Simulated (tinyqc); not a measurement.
Barrier and mass from two temperatures.

Problem. The saturation current of a Schottky diode is J0 = A* T^2 exp(-q phi/(kB T)) with a fixed barrier and A* = 4 pi q me m0 kB^2/h^3 (times 1e-4 for A/(cm^2 K^2)). Find phi, A* and me.

Constants: q = 1.602176634e-19 C, kB = 1.380649e-23 J/K, h = 6.62607015e-34 J s, m0 = 9.1093837015e-31 kg. Results are converted to the units shown.

J0 at 250 and 400 K (A/cm^2): [6.1291578e-5, 1.3386522]

Answer. The slope of ln(J0/T^2) against q/(kB T) is -phi and the intercept is ln A*.

phi = 0.5200 eV
A* = 29.80 A/(cm^2 K^2)
me = 0.2480 m0

Numbers from tinyqc (`OMP_NUM_THREADS=1 python tinyqc.py 2640029 2640030 out.jsonl`; about 0.01 s on one thread of a shared Intel Xeon 2.30GHz).
